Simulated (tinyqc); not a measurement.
Worked calculation: six-band k.p model of the valence band of a wurtzite crystal. Values are carried at full precision from step to step, so a last printed digit may differ when a step is redone from the rounded ones.

At k = 0: E1 = D1c + D2c + Te + Le (pure HH); E2, E3 = Le + u +/- sqrt(u^2 + 2 D3c^2), u = (D1c - D2c + Te)/2, D1c = Dcr, D2c = D3c = Dso/3. The weight of LH in state 2 is fL = (E2 - Le)^2/((E2 - Le)^2 + 2 D3c^2). Relative strengths of transitions to the conduction band: for E perpendicular to c (TE) 1/2, fL/2, (1 - fL)/2; for E along c (TM) 0, 1 - fL, fL, with one momentum element for both directions.

Constants: hc = 1239.841984 eV nm; hbar^2/2m0 = 3.80998211 eV angstrom^2.

Values chosen for the exercise (of the order of those of hexagonal CdS; the results hold for these values, not for the real material): Dcr = 0.0267 eV (crystal-field splitting); Dso = 0.0634 eV (spin-orbit splitting); e_par = -0.0183 (exx = eyy of a c-plane layer); D1 = -1 eV; D2 = 0.96 eV; D3 = 1.29 eV; D4 = -2.98 eV; C13 = 49 GPa; C33 = 95 GPa; Eg = 2.576 eV (direct gap at Gamma from the top of the unstrained valence band); a1 = -2.84 eV (gap potential along c); a2 = -4.41 eV (gap potential in the plane); A1 = -4.3; A2 = -0.41; A3 = 3.77; A4 = -1.99; A5 = -1.99; A6 = -3.12; kt = 0.035 1/angstrom (in-plane wave vector); kz = 0.056 1/angstrom (wave vector along c); kmax = 0.05 1/angstrom (end of the path).

## Edges without strain

Set Le = Te = 0.

E1, E2, E3 without strain (eV): 0.0478  0.0328  -0.0272

fL = 0.5464

edges from the top (eV): 0.0000  -0.0150  -0.0751

The top is state 1 (HH), TE light alone.

## Strain terms

Strain of a c-plane layer: exx = eyy = e_par, ezz = -2 (C13/C33) e_par; Le = D1 ezz + D2 (exx + eyy), Te = D3 ezz + D4 (exx + eyy).

Form ezz, Le and Te.

ezz = 0.018878
Le (strain shift of all three valence states) = -0.05401 eV
Te (further shift of HH and LH) = 0.13342 eV

## Edges and polarisation under strain

Use Le and Te.

E1, E2, E3 under strain (eV): 0.1272  0.0911  -0.0602

fL = 0.9593

Relative strengths:
```
state     TE     TM
1      0.500  0.000
2      0.480  0.041
3      0.020  0.959
```

The top is state 1 (HH), TE light alone; the next state lies 36.1 meV lower.

## Transition energies

Conduction edge: Ec = (top of the unstrained valence band) + Eg + (a1 + D1) ezz + (a2 + D2)(exx + eyy).

Ec minus each strained valence edge (state 1 is HH, states 2 and 3 are mixtures of LH and CH); wavelength hc/E of the lowest.

Ec = 2.6776 eV

transitions to states 1, 2, 3 (eV): 2.5504  2.5865  2.7378

wavelength = 486.1 nm

Strain moves the lowest transition by -26 meV. The deformation potentials of this set are rough, and this small net shift can differ from measurement even in sign.

## The block at one k

Block form of the six-band Hamiltonian (electron energies, z along c, kt the in-plane wave vector, c0 = hbar^2/2m0): H = [[F, K, -iW], [K, G, D - iW], [iW, D + iW, L]] in the basis HH, LH, CH; the other block is its conjugate and has the same levels. F = D1c + D2c + L + T, G = D1c - D2c + L + T, D = sqrt(2) D3c, with D1c = Dcr, D2c = D3c = Dso/3; L = c0 (A1 kz^2 + A2 kt^2) + Le, T = c0 (A3 kz^2 + A4 kt^2) + Te, K = c0 A5 kt^2, W = c0 A6 kt kz. The zero of energy is the CH state without spin-orbit coupling and strain; the term linear in k is left out.

Fill in the matrix.

H(k) (eV):
```
          HH              LH              CH
HH    0.1097         -0.0093         0.0233i
LH   -0.0093          0.0674  0.0299+0.0233i
CH  -0.0233i  0.0299-0.0233i         -0.1073
```

## Levels and weights

H is one of the two 3 x 3 blocks into which the six-band matrix falls, in the basis HH, LH, CH of the unmixed zone-centre states. Diagonalise it.

levels from the top (eV): 0.1136  0.0740  -0.1177

weights:
```
      top  second  third
HH  0.955   0.033  0.011
LH  0.034   0.924  0.041
CH  0.010   0.042  0.948
```

## Bands in the plane and along c

Six points from 0 to kmax each way.

Levels (eV):
```
|k| (1/angstrom)  top, in plane  second    third  top, along c  second, along c  third, along c
0.000                    0.1272  0.0911  -0.0602        0.1272           0.0911         -0.0602
0.010                    0.1263  0.0902  -0.0604        0.1270           0.0909         -0.0617
0.020                    0.1238  0.0874  -0.0609        0.1264           0.0901         -0.0665
0.030                    0.1202  0.0820  -0.0619        0.1254           0.0888         -0.0744
0.040                    0.1162  0.0735  -0.0632        0.1240           0.0871         -0.0856
0.050                    0.1124  0.0613  -0.0651        0.1222           0.0849         -0.0999
```

Along c the HH state has the mass -1/(A1 + A3) = 1.89 and the CH state -1/A1 = 0.233; in the plane, far from the edge, the masses tend to -1/(A2 + A4 - A5) = 2.44, -1/(A2 + A4 + A5) = 0.228 and -1/A2 = 2.44.

## Checks

- Closed-form edges against the diagonalisation at k = 0: they agree to 1e-10 or better.

Program tinyqc; command `OMP_NUM_THREADS=1 python tinyqc.py 1081492 1081493 out.jsonl`; about 0.01 s on one thread of a shared Intel(R) Xeon(R) Processor @ 2.30GHz.
